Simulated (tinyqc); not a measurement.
From results back to parameters: effective mass of the light-hole band from tabulated energies. Five cases, with inputs chosen for the exercise.

Problem. A band follows E (1 + alpha E) = c k^2/m, c = hbar^2/2m0. Its energies at two wave vectors are given.

Constants: hbar^2/2m0 = 3.80998211 eV angstrom^2.
Find: y = c k^2/E; m; alpha.
Method. y = m + m alpha E is a straight line through the two points.

Case 1.

Values chosen (out of a larger set: band of an eight-band Kane model near Ge; not measured data): k12 = (0.0105, 0.028) 1/angstrom (two wave vectors).

energies (meV): 10.15160  62.38151

Solution.

y = c k^2/E (m0): 0.04138  0.04788
m = 0.0401 m0
alpha = 3.11 1/eV

Case 2.

Values chosen (out of a larger set: band of an eight-band Kane model near CdTe; not measured data): k12 = (0.024, 0.064) 1/angstrom (two wave vectors).

energies (meV): 20.05084  128.39268

Solution.

y = c k^2/E (m0): 0.10945  0.12155
m = 0.1072 m0
alpha = 1.04 1/eV

Case 3.

Values chosen (out of a larger set: band of an eight-band Kane model near GaAs; not measured data): k12 = (0.012, 0.032) 1/angstrom (two wave vectors).

energies (meV): 6.02646  40.69341

Solution.

y = c k^2/E (m0): 0.09104  0.09587
m = 0.0902 m0
alpha = 1.55 1/eV

Case 4.

Values chosen (out of a larger set: band of an eight-band Kane model near CdTe; not measured data): k12 = (0.036, 0.096) 1/angstrom (two wave vectors).

energies (meV): 44.21175  253.20903

Solution.

y = c k^2/E (m0): 0.11168  0.13867
m = 0.1060 m0
alpha = 1.22 1/eV

Case 5.

Values chosen (out of a larger set: band of an eight-band Kane model near GaSb; not measured data): k12 = (0.0192, 0.0512) 1/angstrom (two wave vectors).

energies (meV): 33.01395  184.76306

Solution.

y = c k^2/E (m0): 0.04254  0.05406
m = 0.0400 m0
alpha = 1.89 1/eV

Computed by tinyqc, one run a case: `OMP_NUM_THREADS=1 python tinyqc.py N N+1 out.jsonl` with N = 1851163, 1851178, 1880063, 1880064, 1880082; one thread of a shared Intel(R) Xeon(R) Processor @ 2.30GHz, about 0.01 s a run at most.
